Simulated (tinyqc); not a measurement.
Hot electrons in a saturated n-channel MOSFET, lucky-electron model: one step of the calculation.

Beyond pinch-off the lateral field grows as Esat cosh(y/l) over the velocity-saturated region (pseudo-two-dimensional model). Impact ionisation in this region gives the substrate current, which biases the body forward through Rsub. Currents are per width. Local-field laws: they overstate ionisation when the field peak is narrower than an energy relaxation length.

Task. Gate current, lifetime and channel shortening. Ig = Cg Id exp(-pb/(lm Em)); lifetime tau = (Hl/Id)(Isub/Id)^(-m); length of the saturated region dL = l ln[(dV/l + Em)/Esat]. 1 year = 3.15576e7 s.

Inputs (values chosen for the exercise); values close to those of silicon n-channel devices:
- lm = 7.2 nm (hot-electron mean free path)
- pb = 3.2 V (oxide barrier)
- Cg = 0.0025 (prefactor of the gate current)
- m = 3.1 (lifetime exponent)
- Hl = 16000 s uA/um (lifetime constant)

Id = 166.47715 uA/um
dV = 2.2800796 V
Em = 0.28774948 MV/cm
Isub = 1.0067206 uA/um
l = 80.498447 nm
Esat = 0.050714286 MV/cm

Wanted: Isub/Id; Ig; tau; dL.

Result.

Isub/Id = 0.0060472
Ig = 0.081543 pA/um
tau = 22.953 years
dL = 194.90 nm

The lifetime exceeds ten years.

Program tinyqc, `OMP_NUM_THREADS=1 python tinyqc.py 2550163 2550164 out.jsonl`; Intel Xeon 2.30GHz, shared host, one thread, about 0.01 s.
